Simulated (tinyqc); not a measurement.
Comparisons within one model: band edges of strained Si(1-x)Ge(x) on relaxed Si(1-y)Ge(y). A value that a table varies takes the place of the one given here.

Values are linear in the Ge fraction but for ED(x) = linear - CD x (1 - x) and a(x) = linear - Ca x (1 - x). Energies are on the common scale of Ev.

Coherent growth on a (111) face: e_par = (a(y) - a(x))/a(x), e_perp = -(2 C11 + 4 C12 - 4 C44)/(C11 + 2 C12 + 4 C44) e_par; exx = eyy = ezz = (2 e_par + e_perp)/3 and exy = eyz = ezx = (e_perp - e_par)/3.

A valley with unit axis u lies at Ev + gap + (av + a_valley) tr(e) + Xu (u.e.u - tr(e)/3); the Delta axes are x, y, z and the L axes [111], [1-1-1], [-11-1], [-1-11]. The second-order shift of the Delta valleys under shear is left out; it lowers the pair normal to the sheared plane by tens of meV at a shear of 1 %.

Valence edges: Ev plus the levels of the 6 x 6 matrix of X, Y, Z times spin with -Dso/3 + l exx + m (eyy + ezz) on the diagonal (cyclic), n exy off it, l = av + 2 b, m = av - b, n = sqrt(3) d. Spin-orbit term (Dso/3) L.sigma on X, Y, Z with (L_k)_ij = -i epsilon_kij: <X+|H|Y+> = -i Dso/3, <X+|H|Z-> = Dso/3, <Y+|H|Z-> = -i Dso/3, <Z+|H|X-> = -Dso/3, <Z+|H|Y-> = i Dso/3, <X-|H|Y-> = i Dso/3, and their conjugates; + and - are the spin along z.

Coherent growth: e_par = (a(y) - a(x))/a(x). (001): e_perp = -2 (C12/C11) e_par; exx = eyy = e_par, ezz = e_perp, no shear. (111): e_perp = -(2 C11 + 4 C12 - 4 C44)/(C11 + 2 C12 + 4 C44) e_par; exx = eyy = ezz = (2 e_par + e_perp)/3 and exy = eyz = ezx = (e_perp - e_par)/3. (110): e_perp = -(C11 + 3 C12 - 2 C44)/(C11 + C12 + 2 C44) e_par; exx = eyy = (e_par + e_perp)/2, ezz = e_par, exy = (e_perp - e_par)/2, eyz = ezx = 0.

Inputs chosen for the exercise (end members near Si and Ge, in this order; the results hold for these values, not for the real material):

| symbol | value | unit | meaning |
|---|---|---|---|
| a | (5.424, 5.65) | angstrom | lattice constant |
| Dso | (0.044, 0.286) | eV | spin-orbit splitting |
| av | (2.49, 1.24) | eV | valence hydrostatic potential |
| b | (-2.1, -2.52) | eV | tetragonal shear potential |
| d | (-4.73, -5.32) | eV | trigonal shear potential |
| C11 | (163.6, 127.1) | GPa |  |
| C12 | (63, 48.1) | GPa |  |
| C44 | (78.5, 67.6) | GPa |  |
| Ev | (0, 0.69) | eV | top of the unstrained valence band |
| ED | (1.177, 0.939) | eV | gap to the Delta valleys |
| EL | (2.012, 0.746) | eV | gap to the L valleys |
| aD | (1.61, 1.36) | eV | hydrostatic potential of the Delta gap |
| aL | (-3.29, -2.89) | eV | hydrostatic potential of the L gap |
| XuD | (9.45, 9.22) | eV | uniaxial potential, Delta |
| XuL | (15.52, 14.63) | eV | uniaxial potential, L |
| CD | 0.199 | eV | bowing of the Delta gap |
| Ca | 0 | angstrom | bowing of the lattice constant |
| face | 111 |  | growth face |
| y | 0.65 |  | Ge fraction of the relaxed buffer |
| x | 1 |  | Ge fraction of the layer |

## Composition of the layer

The buffer is kept. dEc = Ec(buffer) - Ec(layer), dEv = Ev(layer) - Ev(buffer); buffer edges Ev(y) and Ev(y) + min(ED, EL). The digit behind Delta or L counts whole valleys.

Results:

| x | e_par (%) | lowest valleys | gap (eV) | next valleys above (meV) | valence splitting (meV) | dEc (eV) | dEv (eV) |
|---|---|---|---|---|---|---|---|
| 0.10 | 2.28 | Delta6 | 1.030 | 241 | 252 | 0.080 | -0.133 |
| 0.23 | 1.73 | Delta6 | 1.015 | 252 | 184 | 0.077 | -0.115 |
| 0.36 | 1.19 | Delta6 | 1.003 | 252 | 119 | 0.064 | -0.091 |
| 0.49 | 0.65 | Delta6 | 0.992 | 241 | 60 | 0.042 | -0.057 |
| 0.61 | 0.16 | Delta6 | 0.981 | 221 | 14 | 0.012 | -0.016 |
| 0.74 | -0.36 | Delta6 | 0.939 | 122 | 28 | -0.030 | 0.068 |
| 0.87 | -0.88 | L3 | 0.877 | 14 | 62 | -0.068 | 0.168 |
| 1.00 | -1.40 | L3 | 0.692 | 157 | 90 | 0.013 | 0.271 |

How do the results move?

The gap is 1.030 eV in the first row and 0.692 eV in the last. The lowest valleys change: Delta6 to L3 between x = 0.74 and 0.87. Per 0.1 of x the valence offset moves by +45 meV on average; the conduction offset lies between -68 and +80 meV, not monotonically. Both carriers sit on one side for x = 1.00, and on opposite sides elsewhere. Offsets below about 30 meV are within the spread of parameter sets, so those rows do not settle the type. Strains above 2 % can be kept only in layers of a few nanometres.

## Composition of the buffer

The layer is kept. dEc = Ec(buffer) - Ec(layer), dEv = Ev(layer) - Ev(buffer); buffer edges Ev(y) and Ev(y) + min(ED, EL). The digit behind Delta or L counts whole valleys.

Results:

| y | e_par (%) | lowest valleys | gap (eV) | next valleys above (meV) | valence splitting (meV) | dEc (eV) | dEv (eV) |
|---|---|---|---|---|---|---|---|
| 0.45 | -2.20 | L3 | 0.662 | 136 | 119 | -0.067 | 0.426 |
| 0.53 | -1.88 | L3 | 0.674 | 145 | 109 | -0.037 | 0.364 |
| 0.61 | -1.56 | L3 | 0.686 | 153 | 97 | -0.004 | 0.302 |
| 0.69 | -1.24 | L3 | 0.699 | 161 | 82 | 0.031 | 0.240 |
| 0.76 | -0.96 | L3 | 0.709 | 168 | 68 | 0.065 | 0.186 |
| 0.84 | -0.64 | L3 | 0.721 | 113 | 48 | 0.103 | 0.124 |
| 0.92 | -0.32 | L3 | 0.734 | 56 | 25 | 0.052 | 0.062 |

How do the results move?

The gap is 0.662 eV in the first row and 0.734 eV in the last. The lowest valleys are L3 throughout. Per 0.1 of y the valence offset moves by -78 meV on average; the conduction offset lies between -67 and +103 meV, not monotonically. Both carriers sit on one side for y = 0.69, 0.76, 0.84 and 0.92, and on opposite sides elsewhere. Offsets below about 30 meV are within the spread of parameter sets, so those rows do not settle the type. Strains above 2 % can be kept only in layers of a few nanometres.

## The same layer on three faces

dEc = Ec(buffer) - Ec(layer), dEv = Ev(layer) - Ev(buffer); buffer edges Ev(y) and Ev(y) + min(ED, EL). The digit behind Delta or L counts whole valleys.

Results:

| face | e_par (%) | lowest valleys | gap (eV) | next valleys above (meV) | valence splitting (meV) | dEc (eV) | dEv (eV) | Delta spread (meV) | L spread (meV) |
|---|---|---|---|---|---|---|---|---|---|
| (001) | -1.40 | L4 | 0.734 | 43 | 94 | -0.039 | 0.282 | 227 | 0 |
| (111) | -1.40 | L3 | 0.692 | 157 | 90 | 0.013 | 0.271 | 0 | 247 |
| (110) | -1.40 | L2 | 0.651 | 136 | 92 | 0.052 | 0.274 | 93 | 196 |

What does this show?

On (001) only the Delta valleys split (227 meV), on (111) only the L valleys (247 meV), on (110) both (93 and 196 meV). The lowest valleys are L4 on (001), L3 on (111) and L2 on (110); the smallest gap is 0.651 eV on (110) and the largest 0.734 eV on (001).

## What each parameter does

dEc = Ec(buffer) - Ec(layer), dEv = Ev(layer) - Ev(buffer); buffer edges Ev(y) and Ev(y) + min(ED, EL). Each row changes one parameter from the base and keeps the others.

Results:

| case | gap (eV) | valence splitting (meV) | dEc (eV) | dEv (eV) |
|---|---|---|---|---|
| base | 0.6924 | 89.9 | 0.0133 | 0.2713 |
| x = 0.97 | 0.7349 | 83.8 | -0.0051 | 0.2473 |
| y = 0.68 | 0.6970 | 84.4 | 0.0268 | 0.2481 |
| CD = 0.249 eV | 0.6924 | 89.9 | 0.0020 | 0.2713 |
| Dso = (0.051, 0.329) eV | 0.6924 | 93.5 | 0.0133 | 0.2713 |
| C12 = (72.45, 55.315) GPa | 0.6864 | 92.1 | 0.0165 | 0.2741 |
| d = (-5.44, -6.118) eV | 0.6836 | 98.8 | 0.0133 | 0.2801 |
| aL = (-3.783, -3.323) eV | 0.7023 | 89.9 | 0.0034 | 0.2713 |
| av = (2.864, 1.426) eV | 0.6924 | 89.9 | 0.0176 | 0.2670 |

What can be read from the table?

The largest shifts from the base row, up to three for each result and ties (the steps differ in size, so this ranks the rows, not the parameters). gap (eV): x +0.0425, aL +0.0100, d -0.0088; unchanged at the printed digits by CD, Dso and av. valence splitting (meV): d +8.9, x -6.2, y -5.6; unchanged at the printed digits by CD, aL and av. dEc (eV): x -0.0185, y +0.0135, CD -0.0114; unchanged at the printed digits by Dso and d. dEv (eV): x -0.0240, y -0.0233, d +0.0088; unchanged at the printed digits by CD, Dso and aL. The lowest valleys of the layer are L3, so among the conduction-band potentials only those of that family reach the gap and dEc; the buffer is unstrained. A shift large enough to swap the lowest family would change that.

Computed by tinyqc, a small Python program: `OMP_NUM_THREADS=1 python tinyqc.py 1080416 1080417 out.jsonl` (the numbers bound the seed that draws the inputs); one thread of a shared host (Intel(R) Xeon(R) Processor @ 2.30GHz), about 0.01 s for the whole set of steps.
